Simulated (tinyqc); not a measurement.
Inside a calculation. Method: Hubbard chain of 6 sites. Computed by tinyqc, a small Python program that keeps every step. Settings: hopping = 0.51, U = 11.1, mixing = 1, iteration cap = 71. Command: `OMP_NUM_THREADS=1 python tinyqc.py 20785 20786 out.jsonl` (the two numbers bound the seeds that draw the settings). One thread of a shared host (Intel(R) Xeon(R) Processor @ 2.60GHz), about 0.3 s of CPU time with the checks. Later iterations appear only in the table of the cycle.

## Mean-field iteration 1

one-body matrix (hopping and site energies) (eV), order 1, 2, 3, 4, 5, 6:
$$\begin{pmatrix}
-0.32000 & -0.51000 & 0.00000 & 0.00000 & 0.00000 & 0.00000 \\
-0.51000 & 0.02000 & -0.51000 & 0.00000 & 0.00000 & 0.00000 \\
0.00000 & -0.51000 & 0.86000 & -0.51000 & 0.00000 & 0.00000 \\
0.00000 & 0.00000 & -0.51000 & 0.50000 & -0.51000 & 0.00000 \\
0.00000 & 0.00000 & 0.00000 & -0.51000 & 0.91000 & -0.51000 \\
0.00000 & 0.00000 & 0.00000 & 0.00000 & -0.51000 & -0.22000
\end{pmatrix}$$

U = 11.10000 eV

electrons, up and down: [3, 3]

mixing = 1

n(up) at the start (a guess, not normalised): 1 0.50000, 2 0.50000, 3 0.50000, 4 0.50000, 5 0.50000, 6 0.50000

n(down) at the start (a guess): 1 0.50000, 2 0.50000, 3 0.50000, 4 0.50000, 5 0.50000, 6 0.50000

H(up) = T + U n(down), H(down) = T + U n(up); fill the lowest levels; n(new) = n + mixing (n(out) - n); E = tr T (rho up + rho down) + U sum n_up n_down of the output.

levels, up (eV): [4.78962, 5.08259, 5.51815, 5.88879, 6.67246, 7.09839]

levels, down (eV): [4.78962, 5.08259, 5.51815, 5.88879, 6.67246, 7.09839]

energy = 17.85963 eV

n(up) after iteration 1: 1 0.75679, 2 0.46460, 3 0.29811, 4 0.43092, 5 0.19163, 6 0.85794

n(down) after iteration 1: 1 0.75679, 2 0.46460, 3 0.29811, 4 0.43092, 5 0.19163, 6 0.85794

## Mean-field iteration 2

As before.

levels, up (eV): [2.87757, 3.82150, 5.19886, 5.63798, 8.16924, 9.34485]

levels, down (eV): [2.87757, 3.82150, 5.19886, 5.63798, 8.16924, 9.34485]

energy = 28.89825 eV

n(up) after iteration 2: 1 0.02404, 2 0.83392, 3 0.83044, 4 0.33615, 5 0.96919, 6 0.00627

n(down) after iteration 2: 1 0.02404, 2 0.83392, 3 0.83044, 4 0.33615, 5 0.96919, 6 0.00627

## Mean-field iteration 3

As before.

levels, up (eV): [-0.17249, -0.08104, 4.15263, 9.06170, 10.36381, 11.72539]

levels, down (eV): [-0.17249, -0.08104, 4.15263, 9.06170, 10.36381, 11.72539]

energy = 32.35294 eV

n(up) after iteration 3: 1 0.99702, 2 0.00305, 3 0.00745, 4 0.98797, 5 0.00635, 6 0.99817

n(down) after iteration 3: 1 0.99702, 2 0.00305, 3 0.00745, 4 0.98797, 5 0.00635, 6 0.99817

## Convergence

Each step fills the lowest levels of T + U n(other spin) and sets n(new) = n + mixing (n(out) - n); stop when output and input agree to 1e-8.

Course of the cycle:
```
iteration      E (eV)  largest |n(out) - n(in)|  mean |n_up - n_down|
1          17.8596317                  3.58e-01               0.00000
2          28.8982453                  8.52e-01               0.00000
3          32.3529400                  9.92e-01               0.00000
4          36.2600202                  9.96e-01               0.00000
5          32.7000734                  9.96e-01               0.00000
6          36.2661962                  9.96e-01               0.00000
7          32.7001488                  9.96e-01               0.00000
8          36.2661975                  9.96e-01               0.00000
9          32.7001488                  9.96e-01               0.00000
10         36.2661975                  9.96e-01               0.00000
11         32.7001488                  9.96e-01               0.00000
...               ...                       ...                   ...
61         32.7001488                  9.96e-01               0.00000
62         36.2661975                  9.96e-01               0.00000
63         32.7001488                  9.96e-01               0.00000
64         36.2661975                  9.96e-01               0.00000
65         32.7001488                  9.96e-01               0.00000
66         36.2661975                  9.96e-01               0.00000
67         32.7001488                  9.96e-01               0.00000
68         36.2661975                  9.96e-01               0.00000
69         32.7001488                  9.96e-01               0.00000
70         36.2661975                  9.96e-01               0.00000
71         32.7001488                  9.96e-01               0.00000
```

Not converged within 71 iterations: the residual has stopped falling: the iteration swings between two states. The lowest mean-field energy found from random starts is 1.56169 eV. Reruns (cap 100 unless said): mixing 0.2: not converged; mixing 0.5: not converged; mixing 0.9: not converged; the original settings with a cap of 400: not converged.

## Exact diagonalisation (400 states)

Lowest levels of the sector, and the double occupancy of the lowest state.

lowest levels (eV): [1.40060, 1.44646, 1.50066, 1.52255, 1.53833, 1.55189]

double occupancy per site = 0.00520

## The lowest level by Lanczos steps

From a random start vector (not printed): a_j = <q_j|H|q_j>, b_j = norm of the remainder after orthogonalising; the Ritz value is the lowest eigenvalue of the tridiagonal matrix of a and b so far.

Lanczos:
```
j   a_j (eV)  b_j (eV)  lowest Ritz value (eV)
1   16.76613   7.66191              16.7661322
2   19.62912  10.14355              10.4031429
3   18.04158  12.29570               5.8324833
4   18.92416   4.19992               1.8064529
5   22.96059   9.38319               1.6048553
6   23.85933   6.97329               1.5578791
7   21.72872   7.51484               1.5507073
8   10.84427  10.35918               1.5469037
9   24.06927   9.16769               1.5333473
10  20.74462   6.61479               1.4700191
```
